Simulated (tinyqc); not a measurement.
# Electron mobility in a silicon inversion layer, empirical terms and Matthiessen rule: what changes with what

Inversion layer of sheet density Ns on a uniformly doped body, under a high-permittivity gate with an interlayer. The mobility terms are empirical power laws with prefactors chosen for the exercise; adding their inverses (Matthiessen) is itself an approximation.

Parameters, values chosen for the exercise; material values close to those of silicon:
```
symbol    value        unit                                                meaning
T           350           K                                            temperature
Eg         1.11          eV                                               band gap
eps_r      11.8                         relative permittivity of the semiconductor
Nc      3.57e19       cm^-3                 conduction-band density of states at T
Nv      3.38e19       cm^-3                    valence-band density of states at T
Nb       2.8e18       cm^-3                                            body doping
Vsb           0           V                                      reverse body bias
eta         0.5              weight of the inversion charge in the effective field
Ap          477  cm^2/(V s)           phonon-limited mobility at 1 MV/cm and 300 K
As          776  cm^2/(V s)                  roughness-limited mobility at 1 MV/cm
gs            2                                     exponent of the roughness term
Ac         1700  cm^2/(V s)                                      Coulomb prefactor
Nit      1.4e11       cm^-2                                charge at the interface
Ar          320  cm^2/(V s)              remote-phonon mobility without interlayer
ti            1          nm                                   interlayer thickness
lr          0.6          nm                         decay length of remote phonons
Ns       1.1e12       cm^-2                                      inversion density
```

Constants: q = 1.602176634e-19 C, kB = 1.380649e-23 J/K, Vt = kB T/q, eps0 = 8.8541878128e-14 F/cm where lengths are in cm. Results are converted to the units shown.

Each table varies one quantity; the others keep the values above.

## Universality: two dopings at the same effective field

ni = sqrt(Nc Nv) exp(-Eg/(2 Vt)), Eg in volts; Ndep = sqrt(2 eps0 eps_r Nb (2 Vt ln(Nb/ni) + Vsb)/q); E = q (Ndep + eta Ns)/(eps0 eps_r), in MV/cm. With t = T/(300 K): muC = Ac (Ns/1e12 cm^-2) t/(Nb/1e17 cm^-3 + Nit/1e11 cm^-2), muP = Ap E^(-1/3) t^(-1.75), muS = As E^(-gs), muR = Ar exp(2 ti/lr)/t; 1/mu is the sum of the inverses. For each E, Ns is chosen to give that field on bodies with Nb = 4e17 and 2.8e18 cm^-3; the last column leaves out muC.

Universality: two dopings at the same effective field:
```
E (MV/cm)	Ns, light body (cm^-2)	mu, light (cm^2/(V s))	Ns, heavy body (cm^-2)	mu, heavy (cm^2/(V s))	without muC (cm^2/(V s))
0.961	8.3450e12	229.58	7.0341e11	39.835	248.16
1.09	1.0027e13	210.16	2.3859e12	93.459	222.88
1.23	1.1853e13	190.44	4.2118e12	117.08	199.15
1.39	1.3940e13	170.09	6.2985e12	124.42	175.93
1.57	1.6288e13	150.04	8.6461e12	121.77	153.90
1.77	1.8896e13	131.02	1.1255e13	113.56	133.54
2.01	2.2026e13	112.04	1.4385e13	101.71	113.62
2.27	2.5417e13	95.366	1.7776e13	89.184	96.350
```

Read the table: what changes, and by how much?

The heavily doped body has 0.174 of the mobility of the light one in the first row and 0.935 in the last; there they lie 7.4 % below and 1.0 % below the curve without Coulomb scattering, which depends on E alone. The heavy body leaves that curve at low E because its field comes mostly from depletion charge and few carriers screen.

## Effect of the inversion density

Same model as above.

The same in every row: muR (cm^2/(V s)) = 7688.7.

Results:
```
Ns (cm^-2)	E (MV/cm)	muC (cm^2/(V s))	muP (cm^2/(V s))	muS (cm^2/(V s))	mu (cm^2/(V s))
2e11	0.92240	13.492	374.16	912.06	12.818
3.6e11	0.93467	24.286	372.51	888.27	22.165
6.3e11	0.95537	42.500	369.80	850.19	36.311
2e12	1.0604	134.92	357.17	690.10	84.812
3.6e12	1.1831	242.86	344.37	554.40	111.67
6.3e12	1.3901	425.00	326.35	401.57	124.42
1.1e13	1.7505	742.06	302.21	253.25	114.48
2e13	2.4406	1349.2	270.52	130.28	81.676
```

Estimate the missing row, Ns = 1.1e12 cm^-2.

Computed row:
```
Ns (cm^-2)	E (MV/cm)	muC (cm^2/(V s))	muP (cm^2/(V s))	muS (cm^2/(V s))	mu (cm^2/(V s))
1.1e12	0.99141	74.206	365.27	789.51	56.785
```

With this row back in the table: As Ns goes from 2e11 to 2e13 cm^-2, E rises from 0.922 to 2.44 MV/cm and mu goes from 12.8 through a maximum of 124 (at Ns = 6.3e12 cm^-2 among the rows listed) to 81.7 cm^2/(V s). The smallest term is the Coulomb one in the first row and the roughness one in the last. Screening lifts the Coulomb term as Ns grows while the field presses the carriers to the interface, hence the maximum. For Ns = 1.1e13 to 2e13 cm^-2 E passes 1.5 MV/cm, beyond the usual range of such laws.

## Effect of the charge at the interface

Same model as above.

The same in every row: E (MV/cm) = 0.9914; muP (cm^2/(V s)) = 365.3; muS (cm^2/(V s)) = 789.5; muR (cm^2/(V s)) = 7689.

Effect of the charge at the interface:
```
Nit (cm^-2)	muC (cm^2/(V s))	mu (cm^2/(V s))
1e10	77.64	58.77
3.2e10	77.04	58.43
1e11	75.23	57.38
3.2e11	69.93	54.24
1e12	57.41	46.40
3.2e12	36.36	31.61
1e13	17.04	15.92
```

What does the table show?

As Nit goes from 1e10 to 1e13 cm^-2, E stays at 0.991 MV/cm and mu falls from 58.8 to 15.9 cm^2/(V s). The Coulomb term is the smallest in the first and the last row.

Program tinyqc, `OMP_NUM_THREADS=1 python tinyqc.py 2510018 2510019 out.jsonl`; Intel Xeon 2.30GHz, shared host, one thread, about 0.01 s.
